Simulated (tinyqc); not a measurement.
The three schemes as the step is halved: finite-difference solution of the diffusion equation on a small grid. Computed by tinyqc, a small Python program. Command: `OMP_NUM_THREADS=1 python tinyqc.py 3018011 3018012 out.jsonl fdiff walk`. One thread of a shared host (Intel(R) Xeon(R) Processor @ 2.30GHz), about 0.01 s of CPU time with the checks.

dC/dt = D d2C/dx2 on nodes x_j = j dx, j = 0..7; the far end is sealed.

Inputs (values chosen for the exercise): diffusivity D = 0.72 nm^2/s; grid spacing dx = 25 nm; time step dt = 130 s; final time t_f = 1040 s; loss velocity h = 0.025 nm/s.

Boundary at x = 0: surface loss. Scheme: explicit.

start values C_j, j = 0, 1, ... (% of a reference): [67.2, 100, 76.9, 16.6, 10.3, 0, 0, 0]

Method:
- The operator M acts as (M C)_j = C_(j-1) - 2 C_j + C_(j+1); at the sealed far end a mirror node gives 2 C_(N-2) - 2 C_(N-1); at j = 0, the outward flux h C_0 gives 2 C_1 - (2 + 2 h dx/D) C_0.
- r = D dt/dx^2.
- The mode of M with eigenvalue mu has its amplitude multiplied per step by g = (1 + (1 - theta) r mu)/(1 - theta r mu), with theta = 0 explicit, 1 implicit, 1/2 Crank-Nicolson; the explicit scheme is stable for r up to 2/|mu_min|.
- With r = D dt/dx^2: (1 - theta r M) C(new) = (1 + (1 - theta) r M) C(old); theta = 0 explicit, 1 implicit, 1/2 Crank-Nicolson.
- Each run reaches t_f in n equal steps; errors are the largest difference from exp(M D t_f/dx^2) C(0). A dash marks unstable explicit runs.

largest stable r of the explicit scheme = 0.430251

Largest error at t_f (%):
```
steps n        r  explicit  implicit  Crank-Nicolson
4        0.29952    3.3632    2.7280      1.5152e-01
8        0.14976    1.5800    1.4287      3.7949e-02
16       0.07488    0.7699    0.7319      9.4875e-03
32       0.03744    0.3800    0.3705      2.3719e-03
64       0.01872    0.1888    0.1864      5.9296e-04
128      0.00936    0.0941    0.0935      1.4824e-04
256      0.00468    0.0470    0.0468      3.7060e-05
```

What does the comparison show, and why?

From the last two rows, halving the step divides the error by 2.00 (explicit), 2.00 (implicit), 4.00 (Crank-Nicolson): a factor 2 marks first order in dt and 4 second order. Every row here lies within the explicit limit.

Extremes, crossings and ranges named in words are read from the listed rows.
